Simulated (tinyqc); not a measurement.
From results back to parameters: carbon nanotube by zone folding. Three cases, with inputs chosen for the exercise.

Problem. d = sqrt3 acc sqrt(n^2 + nm + m^2)/pi and tan(theta) = sqrt3 m/(2n + m). Diameter and chiral angle below belong to a hidden tube.

Case 1.

Values chosen (out of a larger set: near those used for carbon; not measured data): acc = 1.44 angstrom (bond length).

d = 20.626 angstrom
theta = 30.00 degrees

Case 2.

Values chosen (out of a larger set: near those used for carbon; not measured data): acc = 1.44 angstrom (bond length).

d = 11.988 angstrom
theta = 6.59 degrees

Case 3.

Values chosen (out of a larger set: near those used for carbon; not measured data): acc = 1.44 angstrom (bond length).

d = 20.764 angstrom
theta = 23.41 degrees

Find: n, m; type in zone folding.

Solution. With L = pi d/a, a = sqrt3 acc, the components of C are n + m/2 = L cos(theta) and sqrt3 m/2 = L sin(theta). The tube is metallic where n - m is a multiple of three.

Case 1.

n, m: 15  15

type in zone folding: metallic

Case 2.

n, m: 14  2

type in zone folding: metallic

Case 3.

n, m: 18  12

type in zone folding: metallic

Computed by tinyqc, one run a case: `OMP_NUM_THREADS=1 python tinyqc.py N N+1 out.jsonl` with N = 1482739, 1482740, 1482834; one thread of a shared Intel(R) Xeon(R) Processor @ 2.30GHz, about 0.03 s a run at most.
